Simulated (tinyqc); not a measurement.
Finite square well with mass mismatch (envelope functions): one step. Levels with energy-dependent masses. Three cases, with inputs chosen for the exercise.

Question. Solve the same condition with the energy-dependent masses, and list the shift from the parabolic levels that exist in both.

A square well of width L and depth V0, mass mw inside and mb outside, energies from the bottom of the well, c = hbar^2/2m0. k = sqrt(mw E/c), kappa = sqrt(mb (V0 - E)/c). psi and psi'/m are continuous at the walls (BenDaniel-Duke), so level n solves k L + 2 atan[(k/mw)/(kappa/mb)] = n pi.

Non-parabolic bands: mw is replaced by mw (1 + alpha_w E) and mb by mb (1 - alpha_b (V0 - E)), in k, kappa and the matching condition alike.

Constants: hbar^2/2m0 = 3.80998211 eV angstrom^2.

Give: a table of n, E (eV), mass inside, mass outside, shift (meV).

Case 1.

Values chosen (near those of an InGaAs well in InAlAs; not measured data): L = 116 angstrom (well width); V0 = 0.521 eV (barrier height); mw = 0.0415 m0 (mass in the well); mb = 0.0728 m0 (mass in the barrier); alpha_w = 1.03 1/eV (non-parabolicity in the well); alpha_b = 0.69 1/eV (non-parabolicity in the barrier).

Answer.

Levels:
```
n,E (eV),mass inside,mass outside,shift (meV)
1,0.0420,0.0433,0.0487,2.2
2,0.1524,0.0480,0.0543,-7.4
3,0.3027,0.0544,0.0618,-54.0
4,0.4657,0.0614,0.0700,-
```

Level 1 moves by +2.2 meV and level 3 by -54.0 meV. The lighter mass deep in the barrier hardens the wall for low levels; the heavier mass in the well wins higher up. The heavier mass inside raises k at E = V0, which binds further levels (1 of them among the six at most that are listed).

Case 2.

Values chosen (near those of the heavy valleys of a Si film in SiO2; not measured data): L = 60 angstrom (well width); V0 = 3.262 eV (barrier height); mw = 0.91 m0 (mass in the well); mb = 0.498 m0 (mass in the barrier); alpha_w = 0.52 1/eV (non-parabolicity in the well); alpha_b = 0.15 1/eV (non-parabolicity in the barrier).

Answer.

Levels:
```
n,E (eV),mass inside,mass outside,shift (meV)
1,0.0110,0.9152,0.2551,0.1
2,0.0432,0.9304,0.2576,-0.3
3,0.0947,0.9548,0.2614,-3.0
4,0.1630,0.9871,0.2665,-10.7
5,0.2451,1.0260,0.2726,-26.0
6,0.3386,1.0702,0.2796,-51.6
```

Level 1 moves by +0.1 meV and level 6 by -51.6 meV. The lighter mass deep in the barrier hardens the wall for low levels; the heavier mass in the well wins higher up.

Case 3.

Values chosen (near those of a strained Si well in SiGe; not measured data): L = 69 angstrom (well width); V0 = 0.179 eV (barrier height); mw = 0.935 m0 (mass in the well); mb = 0.901 m0 (mass in the barrier); alpha_w = 0.47 1/eV (non-parabolicity in the well); alpha_b = 0.49 1/eV (non-parabolicity in the barrier).

Answer.

Levels:
```
n,E (eV),mass inside,mass outside,shift (meV)
1,0.0066,0.9379,0.8249,0.1
2,0.0260,0.9464,0.8335,0.0
3,0.0572,0.9601,0.8472,-0.8
4,0.0982,0.9782,0.8653,-3.1
5,0.1460,0.9992,0.8864,-6.9
```

Level 1 moves by +0.1 meV and level 5 by -6.9 meV. The lighter mass deep in the barrier hardens the wall for low levels; the heavier mass in the well wins higher up.

Computed by tinyqc, one run a case: `OMP_NUM_THREADS=1 python tinyqc.py N N+1 out.jsonl` with N = 1282513, 1282515, 1282561; one thread of a shared Intel(R) Xeon(R) Processor @ 2.30GHz, about 0.02 s a run at most.
